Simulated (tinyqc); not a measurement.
Inside a calculation. Model: ferroelectric hysteresis, discrete Preisach model.

Program tinyqc, `OMP_NUM_THREADS=1 python tinyqc.py 2860070 2860071 out.jsonl`; Intel Xeon 2.30GHz, shared host, one thread, about 0.01 s. Printed values are rounded.

25 bistable elements (j, k) switch to +1 when V reaches u_j and to -1 when V falls to -u_k, and keep their state between. P = Ps sum w_jk s_jk. All elements start at -1. No time dependence and no dielectric part.

Parameters, values chosen for the exercise: saturation polarisation Ps = 34 uC/cm^2; mean coercive voltage Vc = 1.4 V; spread of the switching voltages sg = 0.73 V; list of the u_j up = [0.3, 0.9, 1.5, 2.1, 2.7] V; correlation of up and down voltages cr = 0.8.

## Weights

w_jk is proportional to exp[-(a_j^2 + a_k^2 - 2 cr a_j a_k)/(2 (1 - cr^2))], a_j = (u_j - Vc)/sg, and the weights sum to one.

w:
```
         d=-0.3    d=-0.9    d=-1.5    d=-2.1    d=-2.7
u=0.3  0.053704  0.041816  0.004986  0.000091  0.000000
u=0.9  0.041816  0.146100  0.078162  0.006403  0.000080
u=1.5  0.004986  0.078162  0.187634  0.068971  0.003882
u=2.1  0.000091  0.006403  0.068971  0.113760  0.028731
u=2.7  0.000000  0.000080  0.003882  0.028731  0.032560
```

## Step 1: the voltage goes to 3 V

states at the start:
```
       d=-0.3  d=-0.9  d=-1.5  d=-2.1  d=-2.7
u=0.3      -1      -1      -1      -1      -1
u=0.9      -1      -1      -1      -1      -1
u=1.5      -1      -1      -1      -1      -1
u=2.1      -1      -1      -1      -1      -1
u=2.7      -1      -1      -1      -1      -1
```

V = 3 V

Rows with u_j <= V turn to +1; columns with V <= -u_k turn to -1; P = Ps sum w s.

states after step 1:
```
       d=-0.3  d=-0.9  d=-1.5  d=-2.1  d=-2.7
u=0.3       1       1       1       1       1
u=0.9       1       1       1       1       1
u=1.5       1       1       1       1       1
u=2.1       1       1       1       1       1
u=2.7       1       1       1       1       1
```

P after step 1 = 34 uC/cm^2

## Step 2: the voltage goes to -0.6 V

V = -0.6 V

As before.

states after step 2:
```
       d=-0.3  d=-0.9  d=-1.5  d=-2.1  d=-2.7
u=0.3      -1       1       1       1       1
u=0.9      -1       1       1       1       1
u=1.5      -1       1       1       1       1
u=2.1      -1       1       1       1       1
u=2.7      -1       1       1       1       1
```

P after step 2 = 27.1595 uC/cm^2

## Step 3: the voltage goes to 1.8 V

V = 1.8 V

As before.

states after step 3:
```
       d=-0.3  d=-0.9  d=-1.5  d=-2.1  d=-2.7
u=0.3       1       1       1       1       1
u=0.9       1       1       1       1       1
u=1.5       1       1       1       1       1
u=2.1      -1       1       1       1       1
u=2.7      -1       1       1       1       1
```

P after step 3 = 33.9938 uC/cm^2

## Step 4: the voltage goes to -2.4 V

V = -2.4 V

As before.

states after step 4:
```
       d=-0.3  d=-0.9  d=-1.5  d=-2.1  d=-2.7
u=0.3      -1      -1      -1      -1       1
u=0.9      -1      -1      -1      -1       1
u=1.5      -1      -1      -1      -1       1
u=2.1      -1      -1      -1      -1       1
u=2.7      -1      -1      -1      -1       1
```

P after step 4 = -29.5628 uC/cm^2
